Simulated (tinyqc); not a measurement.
The diagram with and without ligand: potential-pH (Pourbaix) lines of a metal, its cation, its oxide and an oxyanion, with a complexing ligand. Computed by tinyqc, a small Python program. Command: `OMP_NUM_THREADS=1 python tinyqc.py 3010444 3010445 out.jsonl pourb walk`. One thread of a shared host (Intel(R) Xeon(R) Processor @ 2.30GHz), about 0.01 s of CPU time with the checks.

Potentials are against the standard hydrogen electrode; solids and water have unit activity; dG_f of M, H+ and the electron is zero; F = e N_A and s = R T ln(10)/F. The cation carries z = 2.

Inputs (values chosen for the exercise, modelled on iron):

| quantity | value | unit |
|---|---|---|
| dG_f of the cation | -78.37 | kJ/mol |
| dG_f of the oxide | -250.13 | kJ/mol |
| dG_f of the oxyanion | -305.12 | kJ/mol |
| dG_f of water | -237.14 | kJ/mol |
| temperature T | 298.15 | K |
| log10 of the dissolved activity a | -4 | - |
| log10 of the stability constant beta of ML | 7.5 | - |
| pKa of HL | 8.8 | - |
| total ligand c_L | 0.001 | mol/L |

Species: M, M2+, MO, MO2(2-).

Constants: R = 8.314462618 J/(mol K); e = 1.602176634e-19 C; N_A = 6.02214076e+23 1/mol.

Method. M2+ + 2e = M; MO + 2H+ + 2e = M + H2O; MO2(2-) + 4H+ + 2e = M + 2H2O. For each, E0 = -dG/(z F), and E = E0 + (s/z) log10 a - (s n_H/z) pH, with no activity term for the oxide. The free ligand is c_L/(1 + 10^(pKa - pH)) (ligand in excess); dissolved metal is a in all, so the free cation is a/alpha, alpha = 1 + beta [L]; the cation line drops by (s/z) log10 alpha.

E0 (V): cation -0.406124, oxide -0.067316, oxyanion 0.876610

s = 0.0591593 V

Lines against the metal (V); the species with the lowest line is stable above it:

| pH | cation | oxide | oxyanion | stable above | cation with ligand | stable above, ligand |
|---|---|---|---|---|---|---|
| 0 | -0.52444 | -0.06732 | 0.75829 | cation | -0.52444 | dissolved |
| 2 | -0.52444 | -0.18563 | 0.52165 | cation | -0.52451 | dissolved |
| 4 | -0.52444 | -0.30395 | 0.28502 | cation | -0.52966 | dissolved |
| 5 | -0.52444 | -0.36311 | 0.16670 | cation | -0.54748 | dissolved |
| 6 | -0.52444 | -0.42227 | 0.04838 | cation | -0.57496 | dissolved |
| 7 | -0.52444 | -0.48143 | -0.06994 | cation | -0.60413 | dissolved |
| 8 | -0.52444 | -0.54059 | -0.18826 | oxide | -0.63200 | dissolved |
| 9 | -0.52444 | -0.59975 | -0.30658 | oxide | -0.65127 | dissolved |
| 10 | -0.52444 | -0.65891 | -0.42490 | oxide | -0.65677 | oxide |
| 12 | -0.52444 | -0.77723 | -0.66153 | oxide | -0.65754 | oxide |
| 14 | -0.52444 | -0.89555 | -0.89817 | oxyanion | -0.65755 | oxyanion |

Without ligand the oxide holds 4 of the eleven rows (pH 8 to 12), with it 2 (pH 10, 12). The ligand acts once beta [L] exceeds 1, from pH = pKa - log10(beta c_L) = 4.3 on; its line then falls by at most s/z per pH unit and flattens beyond pKa, 0.133 V below the free cation at most. The oxide line falls faster, by s per pH unit, so the oxide takes over again at higher pH.

Extremes, crossings and ranges named in words are read from the listed rows.
